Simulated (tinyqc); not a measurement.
Read current of a NAND string, cells in series solved by shooting: one step of the calculation.

Cells in series, numbered from 0 at the source line (0 V) to the bit line, each followed by a gap resistance Rg. A cell with gate Vg, threshold VT, source Vs and drain Vd passes I = 2 nf K Vt^2 [F(Vs) - F(Vd)]/(1 + th max(Vg - VT, 0)), F(V) = ln^2(1 + exp((Vg - VT - nf V)/(2 nf Vt))). The selected cell has Vg = Vr, the others Vg = Vp.

Problem. Node voltages for a trial current. For a trial current I start at 0 V and, cell by cell (the selected one is cell 2), solve for the drain: sqrt(F(Vd)) = sqrt(F(Vs) - I/k), k = 2 nf K Vt^2/(1 + th max(Vg - VT, 0)), Vd = [Vg - VT - 2 nf Vt ln(exp(sqrt F) - 1)]/nf, then add I Rg.

Values chosen for this exercise; values of the order met in vertical NAND strings:
- T = 300 K (temperature)
- K = 4.6 uA/V^2 (gain factor of a cell)
- nf = 2.4 (slope factor)
- th = 0.11 1/V (mobility reduction factor)
- Rg = 3 kohm (resistance of the gap between cells)
- Vbl = 0.5 V (bit-line voltage)
- Vp = 7.9 V (pass voltage)
- Vr = 4.13 V (read voltage on the selected word line)

Constants: q = 1.602176634e-19 C, kB = 1.380649e-23 J/K, Vt = kB T/q. Results are converted to the units shown.

second trial current = 0.83 uA
thresholds from the source end, cell 0 to 3 (V): -0.8  4  2.7  -0.8

Give: node voltage after each cell and gap, trial 2.

Solution.

node voltage after each cell and gap, trial 2, cell 0 to 3 (V): 0.04331  0.1152  0.3602  0.4081

Numbers from tinyqc (`OMP_NUM_THREADS=1 python tinyqc.py 2142053 2142054 out.jsonl`; about 0.5 s on one thread of a shared Intel Xeon 2.30GHz).
